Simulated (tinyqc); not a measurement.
Heavy doping: band filling, gap narrowing, band tails and the effective intrinsic density: one step, computed by the program tinyqc.

An n-type crystal above its Mott density, with all dopants ionised: n = N_D - N_A, ionised centres N_I = N_D + N_A. Valleys are taken as spherical with mass m_e.

Question. Screening, narrowing and potential fluctuations. Screening: q^2 = (e/(eps eps_0)) dn/dE_F. Exchange lowers the conduction band by (1/pi) k_F e^2/(4 pi eps_0 eps) (T = 0 Hartree-Fock at k_F, taken as a rigid shift). Screening raises the valence band by (q/2) e^2/(4 pi eps_0 eps) (static Coulomb hole). The narrowing is the sum; electron correlation and carrier-ion shifts are left out. Root-mean-square potential of randomly placed ions: V_rms = (e^2/(4 pi eps_0 eps)) sqrt(2 pi N_I/q).

Inputs (values chosen for the exercise, for a model semiconductor): valleys M_c = 1; dielectric constant eps = 13.3; donor density N_D = 7.6e+18 cm^-3; compensation ratio N_A/N_D = 0.3; temperature T = 400 K.

Conduction band: parabolic.

n = 5.32e+18 cm^-3

dn/dE_F = 5.352557e+19 cm^-3/eV

Constants: e = 1.602176634e-19 C; eps_0 = 8.8541878128e-12 F/m; e^2/(4 pi eps_0) = 14.39964548 eV angstrom; k_B = 8.617333262e-05 eV/K.

Give: screening length 1/q; exchange term; Coulomb-hole term; gap narrowing; V_rms.

Answer.

screening length 1/q = 37.06 angstrom

exchange term = 18.61 meV

Coulomb-hole term = 14.61 meV

gap narrowing = 33.22 meV

V_rms = 51.93 meV

Caution: the screening length is well below a*, where static Thomas-Fermi screening overstates the Coulomb hole.
